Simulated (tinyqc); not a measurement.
# Worked calculation: energy and delay of logic against supply voltage

Computed by the program tinyqc: `OMP_NUM_THREADS=1 python tinyqc.py 2082103 2082104 out.jsonl`, one thread of a shared Intel Xeon 2.30GHz, about 0.01 s for the whole run. Printed values are rounded.

One expression serves below and above threshold: I(Vg) = Ik [ln(1 + exp((Vg - VT + dd V)/(al nf Vt)))]^al, with I_on = I(V) and I_off = I(0). Gate delay td = kd C V/I_on, clock period LD td. Per gate and cycle the switching energy is act C V^2 and the leakage energy I_off V LD td. No short-circuit current, no variation. Minima are sought above 0.09 V; below a few Vt gates no longer switch and the model has no meaning.

Values chosen for this exercise; values of the order met in logic technologies: temperature T = 300 K; threshold voltage at zero drain bias VT = 0.22 V; slope factor nf = 1.28; barrier lowering per volt of supply dd = 0.07; specific current of a gate Ik = 1.1 uA; exponent of the current law al = 1.53; load capacitance of a gate C = 3.8 fF; delay factor kd = 1.2; logic depth LD = 12; activity factor act = 0.01; supply voltage V = 1.07 V.

Constants: q = 1.602176634e-19 C, kB = 1.380649e-23 J/K, Vt = kB T/q. Results are converted to the units shown.

## Currents, delay and energies

I_on, I_off, td, clock frequency 1/(LD td), both energies and their sum.

I_on = 93.71142 uA
I_off = 13.13891 nA
td = 52.06623 ps
clock frequency = 1.600526 GHz
switching energy = 43.50620 aJ
leakage energy = 8.783763 aJ
energy = 52.28996 aJ

I_on/I_off = 7130; leakage makes up 16.8 % of the energy.

## Starting value

V = 0.36 V.

V at the start = 0.36 V

## Iteration 1: new V

Minimum-energy supply: E(V) is the energy per gate and cycle; with h = 0.001 V, E' = (E(V + h) - E(V - h))/(2 h), E'' = (E(V - h) - 2 E(V) + E(V + h))/h^2, V(new) = V - E'/E''.

E' = 21.79042 aJ/V
E'' = 196.2135 aJ/V^2
V after iteration 1 = 0.2489453 V

## Iteration 2: new V

As before.

E' = -24.29174 aJ/V
E'' = 843.5036 aJ/V^2
V after iteration 2 = 0.2777440 V

## Iteration 3: new V

As before.

E' = -4.795207 aJ/V
E'' = 535.9736 aJ/V^2
V after iteration 3 = 0.2866907 V

## Course of the iteration

Stop when the step is below 1e-9 V, or after 40 iterations.

Course of the iteration:
```
iteration  V before the step (V)  step (V)
1                           0.36    -0.111
2                      0.2489453    0.0288
3                      0.2777440   8.95e-3
4                      0.2866907   6.61e-4
5                      0.2873519   3.23e-6
6                      0.2873551  1.87e-12
```

Converged in 6 iterations. There leakage makes up 56.0 % of the energy and the clock runs at 185 MHz.
